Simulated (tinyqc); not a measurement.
Worked calculation: plane-wave Kohn-Sham cycle with exchange-only LDA in a layered model solid. One step of it, computed by the program tinyqc.

Problem. Iteration 1: potential. V_H(G) = 4 pi rho(G)/G^2 for G != 0 (uniform background); v_x = -(3 rho/pi)^(1/3); V = V_ext + V_H + v_x; Fourier components f(G_m) = (1/N) sum_j f(x_j) exp(-i G_m x_j).

A solid whose potential varies along x alone (atomic units):
```
parameter                      value
period a                    4.500000
cross-section of the cell  17.000000
electrons per cell                 2
grid points                       16
plane waves -n..n, n               2
k points                           4
V1 in V1 cos(2 pi x/a)     -0.400000
V2 in V2 cos(4 pi x/a)     -0.250000
```

density at the start, on the grid x_j = j a/N (e/bohr^3): 0.02614379  0.02614379  0.02614379  0.02614379  0.02614379  0.02614379  0.02614379  0.02614379  0.02614379  0.02614379  0.02614379  0.02614379  0.02614379  0.02614379  0.02614379  0.02614379

Give: Potentials on the grid; V(G_m), m = 0, 1, 2, ....

Solution.

Potentials on the grid (hartree):
```
x         V_ext     V_H      v_x        V
0.0000  -0.6500  0.0000  -0.2923  -0.9423
0.2812  -0.5463  0.0000  -0.2923  -0.8386
0.5625  -0.2828  0.0000  -0.2923  -0.5751
0.8438   0.0237  0.0000  -0.2923  -0.2686
1.1250   0.2500  0.0000  -0.2923  -0.0423
1.4062   0.3299  0.0000  -0.2923   0.0376
1.6875   0.2828  0.0000  -0.2923  -0.0094
1.9688   0.1928  0.0000  -0.2923  -0.0995
2.2500   0.1500  0.0000  -0.2923  -0.1423
2.5312   0.1928  0.0000  -0.2923  -0.0995
2.8125   0.2828  0.0000  -0.2923  -0.0094
3.0938   0.3299  0.0000  -0.2923   0.0376
3.3750   0.2500  0.0000  -0.2923  -0.0423
3.6562   0.0237  0.0000  -0.2923  -0.2686
3.9375  -0.2828  0.0000  -0.2923  -0.5751
4.2188  -0.5463  0.0000  -0.2923  -0.8386
```

V(G_m), m = 0, 1, 2, ... (hartree): -0.2923  -0.2000  -0.1250  0.0000  0.0000
